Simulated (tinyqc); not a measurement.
From critical angle of the film back to film density rho: X-ray reflectivity of a thin film on silicon: critical angles, Parratt recursion, fringes and roughness. Computed by tinyqc, a small Python program. Command: `OMP_NUM_THREADS=1 python tinyqc.py 3121202 3121203 out.jsonl xrr inv`. One thread of a shared host (Intel(R) Xeon(R) Processor @ 2.30GHz), about 0.01 s of CPU time with the checks.

n = 1 - delta + i beta; the classical electron radius is r_e = 2.8179403e-6 nm. Layer 0 is vacuum, 1 the film, 2 the substrate.

Inputs (values chosen for the exercise, modelled on TiN on silicon, copper K-alpha radiation):

| quantity | value | unit |
|---|---|---|
| wavelength lambda | 0.15406 | nm |
| effective electrons per unit mass, film | 0.468 | mol/g |
| beta/delta, film | 0.07 | - |
| substrate density | 2.33 | g/cm^3 |
| effective electrons per unit mass, substrate | 0.507 | mol/g |
| beta/delta, substrate | 0.023 | - |

Constants: N_A = 6.02214076e+23 1/mol.

Method. delta = r_e lambda^2 rho_e/(2 pi), rho_e = density x electrons per mass x N_A; critical angle sqrt(2 delta), q_c = 4 sqrt(pi r_e rho_e).

Task: A run gave the result below. Find the film density rho, known to lie between 4.1 and 9.5 g/cm^3.

critical angle of the film = 0.3074519 degrees

Result:

Each step takes the trial c = (a f_b - b f_a)/(f_b - f_a), f being the result less the target and a, b, c the logarithms of the listed values; c replaces end b, the old b replaces a if the sign of f changed, and otherwise f_a is halved.

Scan of the range:

| film density rho (g/cm^3) | critical angle of the film (degrees) |
|---|---|
| 4.10 | 0.284180 |
| 4.72 | 0.304911 |
| 5.43 | 0.327041 |
| 6.24 | 0.350586 |
| 7.18 | 0.376066 |
| 8.26 | 0.403359 |
| 9.50 | 0.432577 |

False position (Illinois rule, in the logarithm of the input) inside the bracket:

| step | end a | end b | trial | critical angle of the film (degrees) |
|---|---|---|---|---|
| 1 | 4.72000 | 5.43000 | 4.79656 | 0.307374 |
| 2 | 5.43000 | 4.79656 | 4.79892 | 0.307450 |
| 3 | 5.43000 | 4.79892 | 4.79907 | 0.307454 |
| 4 | 4.79892 | 4.79907 | 4.79900 | 0.307452 |

Critical angle of the film rises at every point of a 13-point scan of the range (every second point is shown), so one value fits; it is bracketed by 4.72 and 5.43. The scan shows a pure power law with exponent 0.5000, so scaling from any one row also gives the answer directly. Answer: film density rho = 4.799 g/cm^3.
